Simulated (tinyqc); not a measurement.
## Thin-film resistivity, exact integral against the thick limit

Fuchs-Sondheimer for a film of thickness d, k = d/lam: rho0/rho = 1 - (3 (1 - ps)/(2 k)) int_1^infinity (t^-3 - t^-5)(1 - exp(-k t))/(1 - ps exp(-k t)) dt; thick limit rho/rho0 = 1 + 3 (1 - ps)/(8 k).

Inputs (values chosen for the exercise); metal values close to those of copper: bulk resistivity rho0 = 1.69 uohm cm; bulk mean free path lam = 41 nm; specular share of surface scattering ps = 0.4.

Thin-film resistivity, exact integral against the thick limit:

| d (nm) | k | rho/rho0, exact | thick limit | error of the limit (%) | rho (uohm cm) |
|---|---|---|---|---|---|
| 2 | 0.048780 | 4.6581 | 5.6125 | 20.5 | 7.8722 |
| 4 | 0.097561 | 3.0723 | 3.3062 | 7.62 | 5.1921 |
| 7.7 | 0.18780 | 2.1922 | 2.1981 | 0.266 | 3.7049 |
| 15 | 0.36585 | 1.6611 | 1.6150 | -2.78 | 2.8073 |
| 29 | 0.70732 | 1.3557 | 1.3181 | -2.77 | 2.2911 |
| 56 | 1.3659 | 1.1840 | 1.1647 | -1.63 | 2.0009 |
| 110 | 2.6829 | 1.0907 | 1.0839 | -0.628 | 1.8433 |
| 210 | 5.1220 | 1.0459 | 1.0439 | -0.191 | 1.7676 |
| 410 | 10.000 | 1.0230 | 1.0225 | -0.0506 | 1.7289 |

rho/rho0 falls from 4.66 to 1.02. The error of the thick limit goes from 20 through a minimum of -2.8 (at d = 15 nm among the rows listed) to -0.051 %; it stays within 5 % for k of 0.1878 and above among the rows listed. The change of sign at small k is a crossing of two different laws, not agreement.

Computed by the program tinyqc: `OMP_NUM_THREADS=1 python tinyqc.py 2100028 2100029 out.jsonl`, one thread of a shared Intel Xeon 2.30GHz, about 0.01 s for the whole run.
